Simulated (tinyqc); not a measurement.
Inside a calculation: six-band Luttinger-Kohn model with strain. Values are carried at full precision from step to step, so a last printed digit may differ when a step is redone from the rounded ones.

Constants: hbar^2/2m0 = 3.80998211 eV angstrom^2.

Inputs chosen for the exercise (near those of InSb; shifted at random, so the results belong to these values and not to a real crystal):

| symbol | value | unit | meaning |
|---|---|---|---|
| C11 | 70 | GPa |  |
| C12 | 38.3 | GPa |  |
| C44 | 31.6 | GPa |  |
| load | biaxial (001) |  | kind of stress |
| X | -1.67 | GPa | stress |
| Dso | 0.834 | eV | spin-orbit splitting |
| g1 | 34.86 |  | Luttinger gamma1 |
| g2 | 15.54 |  | gamma2 |
| g3 | 16.58 |  | gamma3 |
| av | 0.36 | eV | valence hydrostatic potential |
| b | -2.03 | eV | tetragonal shear potential |
| d | -4.73 | eV | trigonal shear potential |
| k | (0.009, 0.009, 0) | 1/angstrom | wave vector |
| kmax | 0.015 | 1/angstrom | end of the path |

## Strain from a biaxial (001) stress

s11 = (C11 + C12)/((C11 - C12)(C11 + 2 C12)), s12 = -C12/((C11 - C12)(C11 + 2 C12)), s44 = 1/C44; exx = s11 sxx + s12 (syy + szz) and cyclic, exy = s44 sxy/2; tension is positive. A uniaxial stress X along the unit vector n is s_ij = X n_i n_j. Here sxx = syy = X, all else zero.

s11, s12, s44 (1/TPa): 23.3043  -8.2415  31.6456

strain tensor:
```
           x          y         z
x  -0.025155   0.000000  0.000000
y   0.000000  -0.025155  0.000000
z   0.000000   0.000000  0.027527
```

The volume changes by -2.278 %; there is no shear in the cubic axes, so d does not enter.

## The terms P, Q, R, S at one k

P = c g1 k^2 - av tr(e); Q = c g2 (kx^2 + ky^2 - 2 kz^2) - (b/2)(exx + eyy - 2 ezz); R = c sqrt3 [-g2 (kx^2 - ky^2) + 2i g3 kx ky] + (sqrt3/2) b (exx - eyy) - i d exy; S = 2 c sqrt3 g3 (kx - i ky) kz - d (exz - i eyz); c = hbar^2/2m0, e the strain tensor (not engineering shear).

Form the four terms.

Terms (eV):

| term | from k | from strain |
|---|---|---|
| P | 0.02152 | 0.00820 |
| Q | 0.00959 | -0.10694 |
| R | 0.01772i | 0.00000 |
| S | 0.00000 | 0.00000 |

## The Hamiltonian

Six-band Luttinger-Kohn model in the basis |3/2,3/2>, |3/2,1/2>, |3/2,-1/2>, |3/2,-3/2>, |1/2,1/2>, |1/2,-1/2>, electron energies, zero at the top of the unstrained valence band. H = -[rows: (P+Q, -S, R, 0, -S/r2, r2 R); (-S*, P-Q, 0, R, -r2 Q, r32 S); (R*, 0, P-Q, S, r32 S*, r2 Q); (0, R*, S*, P+Q, -r2 R*, -S*/r2); (-S*/r2, -r2 Q, r32 S, -r2 R, P+Dso, 0); (r2 R*, r32 S*, r2 Q, -S/r2, 0, P+Dso)], r2 = sqrt(2), r32 = sqrt(3/2). Levels are twofold.

Each term is the sum of its two parts.

H(k) (eV), lower triangle (Hermitian):
```
          3/2,3/2  3/2,1/2  3/2,-1/2  3/2,-3/2  1/2,1/2  1/2,-1/2
3/2,3/2    0.0676
3/2,1/2         0  -0.1271
3/2,-1/2  0.0177i        0   -0.1271
3/2,-3/2        0  0.0177i         0    0.0676
1/2,1/2         0  -0.1377         0   0.0251i  -0.8637
1/2,-1/2  0.0251i        0    0.1377         0        0   -0.8637
```

## Levels and their make-up

Diagonalise H. The weights add +m and -m and are averaged over each pair; m is taken along z.

levels from the top, each twofold (eV): 0.0709  -0.1049  -0.8891

weights:
```
               top  second  third
|3/2,+-3/2>  0.984   0.016  0.001
|3/2,+-1/2>  0.014   0.954  0.031
|1/2,+-1/2>  0.002   0.030  0.968
```

The top pair is 98 % |3/2,+-3/2>, the second pair is 95 % |3/2,+-1/2> and the third pair is 97 % |1/2,+-1/2>.

## Band edges at k = 0
Diagonalise H at k = 0. The weights add +m and -m (m along z) and are averaged over each pair.

edges from the top (eV): 0.0987  -0.0849  -0.8724

weights at k = 0:
```
               top  second  third
|3/2,+-3/2>  1.000   0.000  0.000
|3/2,+-1/2>  0.000   0.962  0.038
|1/2,+-1/2>  0.000   0.038  0.962
```

The stress splits the top two pairs by 183.7 meV, 7.11 times kT at 300 K (25.85 meV); the third lies 971.1 meV below the top, against Dso = 834 meV without stress.

## The edges in closed form

With R = S = 0: P = -av tr(e), Q = -(b/2)(exx + eyy - 2 ezz), W = sqrt(Dso^2 + 2 Dso Q + 9 Q^2); E(HH) = -P - Q, E(LH) and E(SO) = -P + (Q - Dso +/- W)/2. Without the coupling to the split-off band E(LH) = -P + Q.

P = 0.00820 eV
Q = -0.10694 eV
W = 0.78747 eV

E(HH), E(LH), E(SO) (eV): 0.0987  -0.0849  -0.8724

E(LH) without the coupling = -0.1151 eV

The heavy-hole edge is on top. The coupling raises the light-hole edge by 30.2 meV; to lowest order it is 2 Q^2/Dso = 27.4 meV, with |Q|/Dso = 0.13.

## Polarisation of the edge transitions

In the basis X, Y, Z times spin, H(k = 0) has -Dso/3 + l exx + m (eyy + ezz) on the diagonal (cyclic) and n exy off it, l = av + 2 b, m = av - b, n = sqrt(3) d. Spin-orbit term (Dso/3) L.sigma on X, Y, Z with (L_k)_ij = -i epsilon_kij: <X+|H|Y+> = -i Dso/3, <X+|H|Z-> = Dso/3, <Y+|H|Z-> = -i Dso/3, <Z+|H|X-> = -Dso/3, <Z+|H|Y-> = i Dso/3, <X-|H|Y-> = i Dso/3, and their conjugates; + and - are the spin along z. The strength of a transition to an s-like conduction level for light polarised along the unit vector u is the weight of the orbital ux X + uy Y + uz Z in the valence state, summed over spin and averaged over the pair.

strain block of X, Y, Z (eV), lower triangle:
```
         X        Y         Z
X  0.09874
Y        0  0.09874
Z        0        0  -0.22209
```

Relative strengths:

| polarisation | top | second | third |
|---|---|---|---|
| [100] | 0.500 | 0.264 | 0.236 |
| [010] | 0.500 | 0.264 | 0.236 |
| [001] | 0.000 | 0.473 | 0.527 |
| [110] | 0.500 | 0.264 | 0.236 |
| [1-10] | 0.500 | 0.264 | 0.236 |
| [111] | 0.333 | 0.333 | 0.333 |

The top pair is strongest for light along [100], [010], [110] and [1-10] (0.500) and weakest along [001] (0.000); without strain every direction has 1/3 on average over the fourfold top. For each polarisation the three pairs add up to 1.

## Hole masses at the edges

Curvature at k = 0: m/m0 = -2 c h^2/(E(h u) + E(-h u) - 2 E(0)) with h = 0.0002 1/angstrom along the unit vector u.

Hole masses (m0):

| direction | top | second | third |
|---|---|---|---|
| [110] | 0.020 | 0.035 | 0.039 |
| [1-10] | 0.020 | 0.035 | 0.039 |
| [100] | 0.020 | 0.035 | 0.039 |
| [001] | 0.265 | 0.021 | 0.019 |

Of the directions listed, the top pair is lightest along [110], [1-10] and [100] (0.020) and heaviest along [001] (0.265). These masses hold only for hole energies well below the splitting of 184 meV.

## Bands along [100] and [001]

Six points from 0 to kmax in each direction.

Levels (eV):

| direction | \|k\| (1/angstrom) | top | second | third | top, no stress | second, no stress |
|---|---|---|---|---|---|---|
| [100] | 0.000 | 0.0987 | -0.0849 | -0.8724 | 0.0000 | 0.0000 |
| [100] | 0.003 | 0.0970 | -0.0859 | -0.8733 | -0.0001 | -0.0023 |
| [100] | 0.006 | 0.0920 | -0.0889 | -0.8760 | -0.0005 | -0.0090 |
| [100] | 0.009 | 0.0839 | -0.0942 | -0.8805 | -0.0012 | -0.0201 |
| [100] | 0.012 | 0.0733 | -0.1022 | -0.8871 | -0.0021 | -0.0355 |
| [100] | 0.015 | 0.0611 | -0.1135 | -0.8959 | -0.0032 | -0.0548 |
| [001] | 0.000 | 0.0987 | -0.0849 | -0.8724 | 0.0000 | 0.0000 |
| [001] | 0.003 | 0.0986 | -0.0866 | -0.8742 | -0.0001 | -0.0023 |
| [001] | 0.006 | 0.0982 | -0.0915 | -0.8797 | -0.0005 | -0.0090 |
| [001] | 0.009 | 0.0976 | -0.0994 | -0.8890 | -0.0012 | -0.0201 |
| [001] | 0.012 | 0.0967 | -0.1104 | -0.9023 | -0.0021 | -0.0355 |
| [001] | 0.015 | 0.0955 | -0.1240 | -0.9198 | -0.0032 | -0.0548 |

## Checks

- Levels against the same model in the basis X, Y, Z times spin: they agree to 1e-10 or better.
- Closed-form edges against the diagonalisation: they agree to 1e-10 or better.

Run: tinyqc, `OMP_NUM_THREADS=1 python tinyqc.py 1080966 1080967 out.jsonl`; Intel(R) Xeon(R) Processor @ 2.30GHz, one thread, shared host; about 0.06 s of CPU time with all checks.
